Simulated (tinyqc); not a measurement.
Stacked nanosheet transistor, parasitic resistance, capacitance and delay: one step of the calculation.

Ns sheets share one contact on top; each has perimeter p = 2 (Ws + ts) and cross-section A = Ws ts; contact width Wc = Ws + 10 nm, stack height Hs = Ns pv. Sheet 1 is the top one. Contact length Lc = CPP - Lg - 2 Lsp, shared by two neighbouring gates. Source and drain sides are equal. The formulas are first-order estimates, not field solutions.

Question. Effective current, delay and energy. Ieff = (IH + IL)/2, delay CL Vdd/(2 Ieff), energy CL Vdd^2, with CL the load of an inverter that drives an equal one.

Values chosen for this exercise: supply voltage Vdd = 0.7 V.

IH = I(Vdd, Vdd/2) = 77.282969 uA
IL = I(Vdd/2, Vdd), solved likewise = 20.578339 uA
CL = 482.23589 aF

Give: Ieff; delay; energy.

Answer.

Ieff = 48.93 uA
delay = 3.449 ps
energy = 236.3 aJ

Numbers from tinyqc (`OMP_NUM_THREADS=1 python tinyqc.py 2170099 2170100 out.jsonl`; about 0.04 s on one thread of a shared Intel Xeon 2.30GHz).
